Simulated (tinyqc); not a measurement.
Carrier statistics of a doped semiconductor with parabolic bands: one step. Intrinsic density and level. Five cases, with inputs chosen for the exercise.

Task: With Boltzmann statistics ni = sqrt(Nc Nv) exp(-Eg/2kT) and Ei = Eg/2 + (kT/2) ln(Nv/Nc), counted from Ev.

Give: ni; Ei.

Case 1.

Eg = 1.3471277 eV
kT = 0.02585200 eV
Nc = 6.142050e+17 1/cm^3
Nv = 1.292700e+19 1/cm^3

Result:

ni = 1.36e+07 1/cm^3
Ei = 0.7129 eV

Ei lies 39.4 meV above midgap, towards the band with the smaller density of states.

Case 2.

Eg = 0.5865811 eV
kT = 0.04308667 eV
Nc = 2.245870e+19 1/cm^3
Nv = 1.031814e+19 1/cm^3

Result:

ni = 1.68e+16 1/cm^3
Ei = 0.2765 eV

Ei lies 16.8 meV below midgap, towards the band with the smaller density of states.

Case 3.

Eg = 0.7169539 eV
kT = 0.01292600 eV
Nc = 3.678387e+18 1/cm^3
Nv = 1.783437e+18 1/cm^3

Result:

ni = 2.31e+06 1/cm^3
Ei = 0.3538 eV

Ei lies 4.7 meV below midgap, towards the band with the smaller density of states.

Case 4.

Eg = 1.1430625 eV
kT = 0.02412853 eV
Nc = 2.431304e+19 1/cm^3
Nv = 1.102917e+19 1/cm^3

Result:

ni = 8.45e+08 1/cm^3
Ei = 0.5620 eV

Ei lies 9.5 meV below midgap, towards the band with the smaller density of states.

Case 5.

Eg = 2.1425029 eV
kT = 0.03016067 eV
Nc = 2.035785e+19 1/cm^3
Nv = 2.297722e+19 1/cm^3

Result:

ni = 8.12e+03 1/cm^3
Ei = 1.0731 eV

Ei lies 1.8 meV above midgap, towards the band with the smaller density of states.

Computed by tinyqc, one run a case: `OMP_NUM_THREADS=1 python tinyqc.py N N+1 out.jsonl` with N = 1681258, 1681401, 1681405, 1681543, 1681701; one thread of a shared Intel(R) Xeon(R) Processor @ 2.30GHz, about 0.02 s a run at most.
